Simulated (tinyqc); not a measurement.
Inside a calculation. Model: resistance of a tapered via with liner, size effect and interface.

tinyqc, about 0.01 s, one thread, Intel Xeon 2.30GHz (shared host): `OMP_NUM_THREADS=1 python tinyqc.py 2750159 2750160 out.jsonl` Printed values are rounded.

A round via whose diameter grows from db at the bottom as D(z) = db + 2 z/tan(ang). The fill, of diameter D - 2 tl, starts above the bottom liner (thickness fb tl) and has rho = rho0 (1 + ks lam/(D - 2 tl)); the sidewall liner conducts in parallel with it. The bottom liner and the interface are crossed over the full area pi db^2/4. Spreading in the lines above and below is left out.

Inputs (values chosen for the exercise); fill metal close to ruthenium: diameter at the bottom db = 12 nm; height hv = 33 nm; sidewall angle ang = 88 degrees; bulk resistivity of the fill rho0 = 7.9 uohm cm; mean free path of the fill lam = 6.48 nm; size-effect factor ks = 1.4; liner on the sidewall tl = 0.1 nm; liner at the bottom over that on the sidewall fb = 0.7; resistivity of the liner rl = 370 uohm cm; interface resistivity at the bottom ri = 3.9e-12 ohm cm^2; ballistic conductance per area, about 3/(4 rho0 lam) Sb = 1.5e15 S/m^2.

## Slices of the via

Slices between z0 = fb tl and hv, evaluated at their midpoints: conductance per length pi/4 [(D - 2 tl)^2/rho + (D^2 - (D - 2 tl)^2)/rl], slice resistance = slice height over that. 6 slices.

| slice | z (nm) | D (nm) | rho (uohm cm) | slice resistance (ohm) |
|---|---|---|---|---|
| 0 | 2.81417 | 12.1965 | 13.8741 | 6.72816 |
| 1 | 8.30250 | 12.5799 | 13.6891 | 6.23408 |
| 2 | 13.7908 | 12.9632 | 13.5153 | 5.79105 |
| 3 | 19.2792 | 13.3465 | 13.3516 | 5.39241 |
| 4 | 24.7675 | 13.7298 | 13.1971 | 5.03252 |
| 5 | 30.2558 | 14.1131 | 13.0512 | 4.70661 |

## Total resistance

R_fill = sum of the slices; R_bottom = rl fb tl/(pi db^2/4); R_interface = ri/(pi db^2/4); ballistic (Sharvin) limit 1/(Sb pi (db - 2 tl)^2/4); ideal cylinder rho0 hv/(pi db^2/4).

parts (ohm): fill 33.8848, bottom liner 2.29006, interface 3.44836
R = 39.6233 ohm
shares (%): fill 85.5175, bottom liner 5.7796, interface 8.7029
ballistic limit = 6.09614 ohm
ideal cylinder = 23.0509 ohm

The fill is the largest part, and R is 1.72 times the ideal cylinder. With 2000 slices R = 39.634 ohm.
